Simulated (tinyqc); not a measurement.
Worked calculation: tunnelling through a thin dielectric with one trap, as a tight-binding chain. Values are carried at full precision from step to step, so a last printed digit may differ when a step is redone from the rounded ones.

Hopping -t everywhere, t = c/(m a^2), c = hbar^2/2m0; lead sites at 2t (band bottom 0), barrier sites 1 to N at 2t + phi, and site j has U besides. No voltage. Leads give S = -t exp(ika) on sites 1 and N, cos(ka) = 1 - E/(2t). T = (2 t sin(ka))^2 |G_1N|^2, G = (E - H - S)^-1. In the barrier cosh(q a) = 1 + (phi - E)/(2t).

Constants: hbar^2/2m0 = 3.80998211 eV angstrom^2; hbar = 6.58211957e-16 eV s.

Parameters, chosen for this exercise (barrier and mass of the size used for SiO2 on silicon; shifted at random, so the results belong to these values and not to a real crystal):
- a = 2.5 angstrom (site spacing)
- m = 0.49 m0 (mass, the same in leads and barrier)
- phi = 3.2 eV (conduction edge of the barrier above that of the leads)
- U = -3.41 eV (extra energy on the trap site)
- E = 1.89 eV (electron energy)
- N = 8 (barrier sites)
- j = 4 (site of the trap)

## Scales

Form t, ka, q a, and the level of the trap in an endless barrier, Eb = phi + 2t - sqrt(4 t^2 + U^2).

t = 1.2441 eV
ka = 1.32802 rad
q a = 0.98575
Eb = 1.4669 eV

## The matrix E - H - S

Fill it in.

E - H - S (eV):
```
[[-3.4991+1.2076i, 1.2441, 0.0000, 0.0000, 0.0000, 0.0000, 0.0000, 0.0000],
 [1.2441, -3.7982, 1.2441, 0.0000, 0.0000, 0.0000, 0.0000, 0.0000],
 [0.0000, 1.2441, -3.7982, 1.2441, 0.0000, 0.0000, 0.0000, 0.0000],
 [0.0000, 0.0000, 1.2441, -0.3882, 1.2441, 0.0000, 0.0000, 0.0000],
 [0.0000, 0.0000, 0.0000, 1.2441, -3.7982, 1.2441, 0.0000, 0.0000],
 [0.0000, 0.0000, 0.0000, 0.0000, 1.2441, -3.7982, 1.2441, 0.0000],
 [0.0000, 0.0000, 0.0000, 0.0000, 0.0000, 1.2441, -3.7982, 1.2441],
 [0.0000, 0.0000, 0.0000, 0.0000, 0.0000, 0.0000, 1.2441, -3.4991+1.2076i]]
```

## Transmission

Invert the matrix; T = (2 t sin(ka))^2 |G_1N|^2.

first row of G (1/eV): [-0.2811-0.1101i, -0.09365-0.03667i, -0.004808-0.001904i, 0.07897+0.03086i, 0.02945+0.01153i, 0.01093+0.004350i, 0.003926+0.001748i, 0.001056+0.0009857i]

T = 1.217e-05

Without the trap T is 4.28e-07: the trap changes it by a factor 28.4 at this energy.

## The resonance

Resonance: the lowest eigenvalue of H + S(E), iterated until its real part equals E (40 rounds from Eb = phi + 2t - sqrt(4t^2 + U^2), the level in an endless barrier). With v the normalised squared amplitudes of that state, Gamma_L = 2 t sin(ka) v_1, Gamma_R = 2 t sin(ka) v_N; Breit-Wigner T = Gamma_L Gamma_R/((E - Er)^2 + (Gamma_L + Gamma_R)^2/4).

Find Er, the two widths, the peak height 4 Gamma_L Gamma_R/(Gamma_L + Gamma_R)^2 and the escape time hbar/(Gamma_L + Gamma_R).

Er = 1.4672 eV

widths (meV): left 2.100, right 0.2232

peak height = 0.3474
escape time = 283 fs

squared amplitudes: [0.0009, 0.0090, 0.0858, 0.8082, 0.0859, 0.0091, 0.0010, 0.0001]

The nearby leads move the level 0.3 meV above its value in an endless barrier. The trap is closer to the left lead, which takes 90.4 % of the escapes.

## Checks

- T at Er from the chain against the Breit-Wigner peak: both 0.347.
- T without trap against the closed form for a lattice barrier: both 4.284e-07.

(tinyqc, `OMP_NUM_THREADS=1 python tinyqc.py 1452074 1452075 out.jsonl`, Intel(R) Xeon(R) Processor @ 2.30GHz, 1 thread, shared host, about 0.07 s.)
